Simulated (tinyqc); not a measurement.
Free and trapped electrons in a MOS channel with a dense trap tail: one step of the calculation.

p-type body, charge-sheet picture, full ionisation (an idealisation for deep acceptors), Boltzmann statistics for free electrons. e = Ec - EF at the surface. Acceptor-like traps of density D(E) = D0 + De exp(-E/Ew) at depth E below Ec, from 0 to Eu, hold n_t = integral of D(E)/(1 + exp((e - E)/Vt)). psi = Eg - Vt ln(Nv/Na) - e; N_dep = sqrt(2 eps0 eps_r Na (psi - Vt)/q); n_f = sqrt(N_dep^2 + 2 eps0 eps_r Vt Nc exp(-e/Vt)/q) - N_dep; Vg = Vfb + psi + q (N_dep + n_t + n_f)/Cox, Cox = eps0 eox/tox.

Problem. Charges and gate voltage. psi, N_dep, n_f and Vg as defined, with the n_t given; free share n_f/(n_f + n_t); apparent mobility mf n_f/(n_f + n_t); gate voltage spent on traps q n_t/Cox.

Parameters, values chosen for the exercise; band and dielectric values close to those of 4H silicon carbide:
```
symbol    value        unit                                   meaning
T           300           K                               temperature
Eg         3.22          eV                                  band gap
eps_r      9.71                                 relative permittivity
Nc      1.73e19       cm^-3    conduction-band density of states at T
Nv      2.54e19       cm^-3       valence-band density of states at T
eox         3.9                relative permittivity of the insulator
tox          49          nm                       insulator thickness
Na       9.8e15       cm^-3                          acceptor density
Vfb       -2.58           V  flat-band voltage without trapped charge
mf          200  cm^2/(V s)                mobility of free electrons
e         0.134          eV                    Ec - EF at the surface
```

Constants: q = 1.602176634e-19 C, kB = 1.380649e-23 J/K, Vt = kB T/q, eps0 = 8.8541878128e-14 F/cm where lengths are in cm. Results are converted to the units shown.

n_t = 4.0575234e11 cm^-2

Find: psi; N_dep; n_f; Vg; free share; apparent mobility; gate voltage spent on traps.

Solution.

psi = 2.883 V
N_dep = 5.482e11 cm^-2
n_f = 2.403e10 cm^-2
Vg = 2.526 V
free share = 5.591 %
apparent mobility = 11.18 cm^2/(V s)
gate voltage spent on traps = 0.9225 V

Program tinyqc, `OMP_NUM_THREADS=1 python tinyqc.py 2222189 2222190 out.jsonl`; Intel Xeon 2.30GHz, shared host, one thread, about 0.02 s.
